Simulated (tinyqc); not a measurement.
Pariser-Parr-Pople SCF with singles CI, for the molecule C=C(N)C(=C)C=O (SMILES; centres numbered as the heavy atoms are written), step by step. One step of it, computed by the program tinyqc.

Task: Iteration 1: Fock matrix. F_rr = H_rr + P_rr gamma_rr / 2 + sum_(s != r) P_ss gamma_rs; F_rs = H_rs - P_rs gamma_rs / 2; E = tr P (H + F) / 2 + core repulsion sum_(r<s) z_r z_s gamma_rs.

P at the start, lower triangle:
```
,1C,2C,3N,4C,5C,6C,7O
1C,0.285317
2C,0.654162,1.710960
3N,-0.128059,0.055755,1.989229
4C,-0.117999,0.177192,-0.031884,1.548488
5C,-0.142064,-0.146293,0.025342,0.638426,0.306905
6C,-0.077838,-0.099445,0.015684,0.454523,0.124183,0.640782
7O,0.068825,0.028477,-0.003720,-0.196582,-0.233203,0.795459,1.518319
```

core matrix H (eV), lower triangle:
```
,1C,2C,3N,4C,5C,6C,7O
1C,-37.828854
2C,-2.600000,-44.441797
3N,0.000000,-2.440000,-49.161083
4C,0.000000,-2.600000,0.000000,-43.493088
5C,0.000000,0.000000,0.000000,-2.600000,-38.346680
6C,0.000000,0.000000,0.000000,-2.600000,0.000000,-39.622987
7O,0.000000,0.000000,0.000000,0.000000,0.000000,-2.730000,-41.992138
```

repulsion gamma_rs (eV), lower triangle:
```
,1C,2C,3N,4C,5C,6C,7O
1C,11.130000
2C,5.345828,11.130000
3N,4.166084,5.923526,16.800000
4C,3.871836,5.343915,4.166591,11.130000
5C,2.881099,3.871836,3.759155,5.345828,11.130000
6C,3.517944,3.872306,3.041305,5.345934,3.871869,11.130000
7O,2.719977,3.000860,2.504423,4.092394,3.697738,5.772324,15.200000
```

Centres (angstrom, eV; a flat drawing with bonds scaled to 1.40 angstrom):
```
centre,x,y,core charge z,W,gamma_rr
1C,1.408000,1.529000,1,11.160000,11.130000
2C,1.102000,0.163000,1,11.160000,11.130000
3N,2.131000,-0.786000,2,25.600000,16.800000
4C,-0.235000,-0.255000,1,11.160000,11.130000
5C,-0.541000,-1.621000,1,11.160000,11.130000
6C,-1.264000,0.694000,1,11.160000,11.130000
7O,-2.601000,0.276000,1,17.700000,15.200000
```

Give: F; pi energy.

Result:

F (eV), lower triangle:
```
,1C,2C,3N,4C,5C,6C,7O
1C,-5.5435
2C,-4.3485,-5.1110
3N,0.2668,-2.6051,-7.7710
4C,0.2284,-3.0734,0.0664,-5.0597
5C,0.2047,0.2832,-0.0476,-4.3065,-5.3410
6C,0.1369,0.1925,-0.0238,-3.8149,-0.2404,-4.1475
7O,-0.0936,-0.0427,0.0047,0.4022,0.4312,-5.0258,-8.3900
```

pi energy = -111.8067 eV
